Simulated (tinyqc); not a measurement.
Yield per ion against the flux ratio: ion-assisted plasma etching: sheath, surface coverage, synergy and aspect-ratio dependence. Computed by tinyqc, a small Python program. Command: `OMP_NUM_THREADS=1 python tinyqc.py 3007138 3007139 out.jsonl etch walk`. One thread of a shared host (Intel(R) Xeon(R) Processor @ 2.30GHz), about 0.04 s of CPU time with the checks.

Radicals adsorb on bare sites; ions remove covered sites with a high yield and bare sites by sputtering; a slow spontaneous reaction acts everywhere, walls included.

Inputs (values chosen for the exercise, close to those used for silicon dioxide in a fluorocarbon plasma):

| quantity | value | unit |
|---|---|---|
| plasma density n_e | 3.6e+11 | 1/cm^3 |
| electron temperature T_e | 2.9 | eV |
| ion mass M_i | 50 | u |
| sheath voltage V | 280 | V |
| radical density n | 7.4e+13 | 1/cm^3 |
| radical mass M_n | 31 | u |
| gas temperature T_g | 300 | K |
| sticking coefficient s | 0.43 | - |
| radicals per removed unit x | 4 | - |
| yield slope b | 0.22 | eV^(-1/2) |
| threshold E_th | 5.1 | eV |
| sputter slope b_p | 0.015 | eV^(-1/2) |
| sputter threshold E_p | 33 | eV |
| spontaneous reaction probability k_c | 2.7e-05 | - |
| solid density N | 2.2e+22 | 1/cm^3 |
| ion temperature T_i | 0.54 | eV |

Feature: long trench.

Constants: e = 1.602176634e-19 C; u = 1.6605390666e-27 kg; k_B = 1.380649e-23 J/K; eps_0 = 8.8541878128e-12 F/m.

Method:
- Bohm speed u_B = sqrt(e T_e/M_i); ion flux G_i = 0.61 n_e u_B; radical flux G_n = n c/4 with c = sqrt(8 k_B T_g/(pi M_n)).
- Debye length lambda_D = sqrt(eps_0 T_e/(e n_s)) with n_s = 0.61 n_e, T_e in volts; Child-law sheath d = (sqrt2/3) lambda_D (2 V/T_e)^(3/4); ion energy E = V + T_e/2; angular spread = arctan(sqrt(T_i/E)).
- Yields: Y = b (sqrt(E) - sqrt(E_th)) on covered sites, Y_p = b_p (sqrt(E) - sqrt(E_p)) on bare ones (zero below threshold).
- Steady coverage: s G_n (1 - theta) = x Y G_i theta; removal flux = Y G_i theta + Y_p G_i (1 - theta) + k_c G_n; rate = flux/N, 1 cm/s = 6e8 nm/min.
- The ion flux is fixed and the radical flux set by the ratio; the removal per ion is the removal flux over G_i.

yield Y = 3.19399

sputter yield Y_p = 0.165479

ion flux G_i = 5.19490e+16 1/(cm^2 s)

Open field:

| G_n/G_i | theta | rate (nm/min) | removal per ion |
|---|---|---|---|
| 0.3 | 0.01000 | 277.4 | 0.1958 |
| 1 | 0.03256 | 374.2 | 0.2641 |
| 3 | 0.09171 | 628.1 | 0.4433 |
| 10 | 0.25182 | 1315.3 | 0.9284 |
| 30 | 0.50242 | 2391.3 | 1.6879 |
| 100 | 0.77094 | 3546.2 | 2.5030 |
| 300 | 0.90989 | 4150.0 | 2.9292 |
| 1000 | 0.97115 | 4439.7 | 3.1336 |
| 3000 | 0.99019 | 4597.9 | 3.2453 |

Coverage reaches one half at G_n/G_i = x Y/s = 29.7. Below that the ion-assisted part follows the radical flux, on top of the sputter floor Y_p = 0.165; above it the ion-assisted part saturates at Y = 3.19 per ion.
